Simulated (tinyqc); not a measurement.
# Changing the solids volume fraction c0

Model: spin coating of a resist or spin-on film: centrifugal thinning, evaporation and the final thickness (Emslie and Meyerhofer models). Computed by tinyqc, a small Python program. Command: `OMP_NUM_THREADS=1 python tinyqc.py 3113696 3113697 out.jsonl spincoat sweep`. One thread of a shared host (Intel(R) Xeon(R) Processor @ 2.30GHz), about 0.2 s of CPU time with the checks.

A Newtonian film stays uniform over the wafer; solvent and solids have the same density and the concentration is uniform through the thickness.

Inputs (values chosen for the exercise, of the order of those of a polymer resist in an ester solvent):
```
quantity                                 value          unit
kinematic viscosity of the solvent nu_s      1        mm^2/s
viscosity constant k                       840        mm^2/s
viscosity exponent gamma                   2.9             -
spin speed f                              1000           rpm
evaporation rate at 1000 rpm e0           0.11  micrometre/s
starting thickness h0                      500    micrometre
wafer radius R                             100            mm
shrinkage in the bake                      9.5             %
```

Method:
- omega = 2 pi f/60; nu(c) = nu_s + k c^gamma; evaporation rate e = e0 sqrt(f/1000 rpm).
- Flow constant K = 2 omega^2/(3 nu(c0)); Reynolds number of the air omega R^2/nu_air with nu_air = 15 mm^2/s.
- Meyerhofer estimate: flow rules until (1 - c0) K h^3 = e, then evaporation alone: h_w = (e/((1 - c0) K))^(1/3), dry film c0 h_w.
- Full model for solids s and liquid l per area, h = s + l, c = s/h: ds/dt = -c Q, dl/dt = -(1 - c) Q - e, Q = 2 omega^2 h^3/(3 nu(c)); integrated adaptively (relative tolerance 1e-9) until l = 0.
- Dry film = s at l = 0, before the bake; film after the bake = s x (1 - shrinkage).

One run for each value:
```
solids volume fraction c0  dry film (nm)  nu(c0) (mm^2/s)  dry film, estimate (nm)  time to dry (s)
0.010                               24.8            1.001                     24.8           26.943
0.016                               39.8            1.005                     39.8           26.889
0.025                               63.3            1.019                     62.6           26.941
0.040                              106.0            1.074                    102.5           27.462
0.063                              186.2            1.277                    172.4           29.364
0.100                              368.6            2.057                    325.2           34.634
0.160                              834.3            5.133                    722.1           45.547
0.250                             1938.2           16.077                   1714.5           61.061
0.400                             4839.7           59.919                   4581.5           78.517
```

Describe and explain the trends.

Over the rows, dry film (nm) rises from 24.8 to 4840 (exponent d ln y / d ln x 1.0 between the first rows and 1.9 between the last); nu(c0) (mm^2/s) rises from 1.00 to 59.9 (exponent d ln y / d ln x 0.0082 between the first rows and 2.8 between the last); dry film, estimate (nm) rises from 24.8 to 4580 (exponent d ln y / d ln x 1.0 between the first rows and 2.1 between the last). In the estimate the dry film goes as c0 (nu/(1 - c0))^(1/3), so its exponent rises above 1 once the solids raise the viscosity.
